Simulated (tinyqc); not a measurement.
Raman shift of the zone-centre optical phonon of a diamond-structure crystal under stress: one step, computed by the program tinyqc. Command: `OMP_NUM_THREADS=1 python tinyqc.py 3019201 3019202 out.jsonl ramanstress walk`. One thread of a shared host (Intel(R) Xeon(R) Processor @ 2.30GHz), about 0.01 s of CPU time with the checks.

Axes x, y, z are the cube axes. Strain shifts the threefold optical mode and can split it; p, q and r are the phonon deformation potentials.

Task: Secular matrix and shifts. Secular matrix: M_xx = p eps_xx + q (eps_yy + eps_zz), M_xy = 2 r eps_xy; its eigenvalues are omega^2 - omega_0^2, and the shifts are these over 2 omega_0.

Inputs (values chosen for the exercise, modelled on silicon):
```
quantity                       value  unit
unstrained frequency omega_0   519.7  1/cm
p/omega_0^2                    -1.83     -
q/omega_0^2                    -2.26     -
r/omega_0^2                   -0.708     -
```

Stress state: uniaxial. Axis: [111].

strain (per mille):
```
          x         y         z
x  3.159130  5.902690  5.902690
y  5.902690  3.159130  5.902690
z  5.902690  5.902690  3.159130
```

Give: M/(2 omega_0); shifts, in rising order.

Result:

M/(2 omega_0) (1/cm):
```
        x       y       z
x  -5.213  -2.172  -2.172
y  -2.172  -5.213  -2.172
z  -2.172  -2.172  -5.213
```

shifts, in rising order (1/cm): -9.556  -3.041  -3.041

Caution: strains above about 1 % call for terms beyond linear order.
